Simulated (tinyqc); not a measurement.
# Thermal RC ladder, step response: effects of single changes

A ladder of 3 nodes: R_i joins node i to node i + 1, the last R to the ambient; C_i is the heat capacity of node i; theta is the rise above ambient, zero at t = 0. d theta/dt = -A theta + b with b = (Pw/C_1, 0, ...), times in ms.

Values chosen for this exercise: resistances, junction to ambient R = [0.33, 0.15, 0.14] K/W; heat capacities of the nodes C = [0.76, 2.6, 61] mJ/K; power at node 1 from t = 0 Pw = 12 W.

Each table varies one quantity; the others keep the values above.

## Single pulses of growing length

A = C^(-1) K, K_ii = 1/R_(i-1) + 1/R_i (no first term for node 1), K_(i,i+1) = K_(i+1,i) = -1/R_i. The time constants tau_k are the inverse eigenvalues of A; the rise of node 1 per watt is Z(t) = sum_k r_k (1 - exp(-t/tau_k)), with r_k = v_k1^2 tau_k/C_1 and v_k the unit eigenvectors of C^(-1/2) K C^(-1/2).

Single pulses of growing length:
```
t (ms)  Z(t) (K/W)   Z/sum R  t/C_1 (K/W)  rise (K)
0.033     0.040719  0.065676     0.043421   0.48863
0.072     0.082660   0.13332     0.094737   0.99192
0.16       0.15829   0.25530      0.21053    1.8994
0.34       0.26068   0.42045      0.44737    3.1281
0.74       0.37564   0.60587      0.97368    4.5077
1.6        0.46186   0.74494       2.1053    5.5423
3.5        0.50690   0.81757       4.6053    6.0828
7.6        0.54854   0.88474       10.000    6.5825
17         0.59473   0.95925       22.368    7.1368
36         0.61691   0.99502       47.368    7.4029
```

What does the table show?

Z rises from 0.0407 to 0.617 K/W, against 0.620 K/W in the steady state. In the first row it is 6.2 % below t/C_1, the limit in which only the first heat capacity is charged. It passes half of the steady value at t = 0.74 ms among the rows.

## Pulse trains: peak against mean temperature

For pulses of length tp = 0.3 ms and period tp/D, the steady peak rise per watt is sum_k r_k (1 - exp(-tp/tau_k))/(1 - exp(-tp/(D tau_k))), and the mean is D sum R.

Results:
```
D     peak (K/W)  mean (K/W)  peak/mean  peak rise (K)
0.01     0.24242   0.0062000     39.101         2.9091
0.02     0.24349    0.012400     19.636         2.9219
0.05     0.24796    0.031000     7.9988         2.9756
0.1      0.25662    0.062000     4.1390         3.0794
0.2      0.28252     0.12400     2.2784         3.3903
0.5      0.39699     0.31000     1.2806         4.7638
0.8      0.52873     0.49600     1.0660         6.3448
```

Estimate the missing row, D = 0.3.

Computed row:
```
D    peak (K/W)  mean (K/W)  peak/mean  peak rise (K)
0.3     0.31699     0.18600     1.7043         3.8039
```

With this row back in the table: The peak rises from 0.242 to 0.529 K/W, while its ratio to the mean falls from 39.1 to 1.07. In the first row the peak is 0.084 % above that of a single pulse, 0.242 K/W.

Computed by the program tinyqc: `OMP_NUM_THREADS=1 python tinyqc.py 2520134 2520135 out.jsonl`, one thread of a shared Intel Xeon 2.30GHz, about 0.01 s for the whole run.
